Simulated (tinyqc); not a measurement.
## MOSFET in the linear regime without short-channel effects, parameter extraction from computed curves: extraction methods against the temperature

Inversion charge Q = Cox n Vt W0(exp((Vg - VT)/(n Vt))), W0 the Lambert function and n = nf; u = Q/Cox; mobility mu = mu0/(1 + th1 u + th2 u^2); channel resistance Rch = (L - dL)/(W mu Q); Id = Vd/(Rch + Rsd/W). Cox = eps0 eox/tox. Small Vd, no channel-length or drain effects.

From the continuous curve Id(Vg): tangent at peak gm (V_ext = Vg - Id/gm); constant current Id = 0.1 uA W/L; peak of d2Id/dVg2; Y = Id/sqrt(gm) drawn through Vg = VT + 0.6 and VT + 0.8 V, with intercept VT_Y and slope s. Mobilities gm,max L/(W Cox Vd) and s^2 L/(W Cox Vd) with the drawn L. Last column: share of Rsd/W in the total resistance at VT + 0.8 V.

Inputs (values chosen for the exercise); channel values of the order met in silicon transistors: relative permittivity of the gate insulator (close to silicon dioxide) eox = 3.9; insulator thickness tox = 1.5 nm; low-field mobility mu0 = 200 cm^2/(V s); first mobility attenuation factor th1 = 0.17 1/V; second mobility attenuation factor th2 = 0 1/V^2; threshold voltage VT = 0.32 V; body factor nf = 1.43; gate width W = 0.5 um; drawn gate length L = 0.089 um; drawn less effective length dL = 0.01 um; source plus drain resistance Rsd = 460 ohm um; drain voltage Vd = 0.025 V.

Constants: q = 1.602176634e-19 C, kB = 1.380649e-23 J/K, Vt = kB T/q, eps0 = 8.8541878128e-14 F/cm where lengths are in cm. Results are converted to the units shown.

Extraction methods against the temperature:

| T (K) | V_ext (V) | constant current (V) | second derivative (V) | VT_Y (V) | mobility from gm (cm^2/(V s)) | mobility from Y (cm^2/(V s)) | series share (%) |
|---|---|---|---|---|---|---|---|
| 77 | 0.319 | 0.326 | 0.317 | 0.346 | 147 | 219 | 64.3 |
| 110 | 0.315 | 0.321 | 0.315 | 0.352 | 136 | 216 | 64.0 |
| 150 | 0.310 | 0.312 | 0.311 | 0.357 | 126 | 213 | 63.6 |
| 220 | 0.300 | 0.294 | 0.304 | 0.363 | 113 | 207 | 63.0 |
| 300 | 0.285 | 0.271 | 0.295 | 0.366 | 102 | 200 | 62.4 |
| 370 | 0.271 | 0.248 | 0.286 | 0.366 | 95.2 | 194 | 61.9 |
| 450 | 0.254 | 0.220 | 0.275 | 0.364 | 88.4 | 187 | 61.5 |

The model has VT = 0.32 V and mu0 = 200 cm^2/(V s). Over the table the extracted thresholds move by 64 mV (tangent), 110 mV (constant current), 41 mV (second derivative), 20 mV (Y function). The mobility from gm falls from 147 to 88.4 and that from Y falls from 219 to 187 cm^2/(V s).

Computed by the program tinyqc: `OMP_NUM_THREADS=1 python tinyqc.py 2210078 2210079 out.jsonl`, one thread of a shared Intel Xeon 2.30GHz, about 0.01 s for the whole run.
